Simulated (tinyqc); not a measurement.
# Elastic trap-assisted tunnelling through a dielectric, step by step

Computed by the program tinyqc: `OMP_NUM_THREADS=1 python tinyqc.py 2370018 2370019 out.jsonl`, one thread of a shared Intel Xeon 2.30GHz, about 0.03 s for the whole run. Printed values are rounded.

Emitter at x = 0 (Fermi level 0), collector at x = t (Fermi level -V), band edge U(x) = phi - F x, F = V/t. A trap at x has the energy E = U(x) - Et. With G(u) = (4/(3 F)) sqrt(mo/C) max(u, 0)^1.5, C = hbar^2/(2 m0): S1 = G(phi - E) - G(Et), S2 = G(Et) - G(phi - V - E), T1,2 = exp(-S1,2). The steady rate through one trap is nu T1 T2 (f1 - f2)/(T1 + T2), f1 = f(E), f2 = f(E + V), f(y) = 1/(1 + exp(y/Vt)); both contacts offer states at E.

Inputs (values chosen for the exercise); dielectric values close to those of silicon dioxide:
```
symbol,value,unit,meaning
T,300,K,temperature
phi,3.02,eV,barrier above the emitter Fermi level
mo,0.52,m0,tunnelling mass
t,6.6,nm,thickness
Et,2.22,eV,trap depth below the band edge of the dielectric
Nt,7.4e18,cm^-3,trap density
nu,1e14,1/s,attempt frequency
n,13,,points of the grid
V,2.99,V,voltage
xa,2.05,nm,left end of the grid
xb,3.14,nm,right end of the grid
```

Constants: q = 1.602176634e-19 C, kB = 1.380649e-23 J/K, hbar = 1.054571817e-34 J s, m0 = 9.1093837015e-31 kg, Vt = kB T/q, hbar^2/(2 m0) = 0.0380998212 eV nm^2. Results are converted to the units shown.

Range of the model: Phonon-assisted (inelastic) capture, chains of traps and a spread of trap depths are left out.

## Rate through a trap near the best position

n equally spaced x from xa to xb, where nearly all of the current flows; J = q Nt times the integral of the rate, by Simpson's rule.

```
point    x (nm)      E (eV)        S1        S2    f1 - f2   rate (1/s)
0      2.050000  -0.1287121  24.78559  35.27760  0.9931648   0.04743978
1      2.140833  -0.1698624  25.98039  34.99358  0.9986010   0.06336091
2      2.231667  -0.2110126  27.18292  34.67859  0.9997149   0.08687940
3      2.322500  -0.2521629  28.39314  34.33541  0.9999419    0.1222237
4      2.413333  -0.2933131  29.61098  33.96621  0.9999882    0.1750317
5      2.504167  -0.3344634  30.83642  33.57270  0.9999976    0.2467683
6      2.595000  -0.3756136  32.06939  33.15629  0.9999995    0.2979813
7      2.685833  -0.4167639  33.30986  32.71819  0.9999999    0.2200022
8      2.776667  -0.4579141  34.55778  32.25942   1.000000   0.08916355
9      2.867500  -0.4990644  35.81310  31.78087   1.000000   0.02747472
10     2.958333  -0.5402146  37.07578  31.28333   1.000000  0.007886217
11     3.049167  -0.5813649  38.34579  30.76749   1.000000  0.002220316
12     3.140000  -0.6225152  39.62306  30.23400   1.000000  6.192780e-4
```

J = 1.468266e-8 A/cm^2

A converged quadrature gives 1.583e-8 A/cm^2; this grid is 7.2 % below that. The rate peaks at x = 2.60 nm; traps sink below the emitter Fermi level beyond x = 1.77 nm.

## The best-placed trap against direct tunnelling

xs = 2.6 nm

At x = xs: E, S1, S2 and the occupation (T1 f1 + T2 f2)/(T1 + T2). Direct tunnelling at E = 0 has S = (4/(3 F)) sqrt(mo/C) [phi^1.5 - max(phi - V, 0)^1.5].

E = -0.3778788 eV
S1 = 32.13748
S2 = 33.13273
occupation = 0.7301231
S of direct tunnelling = 57.00749

The harder of the two steps has S = 33.1, 58.1 % of the direct exponent: the trap splits one long tunnelling path into two short ones.
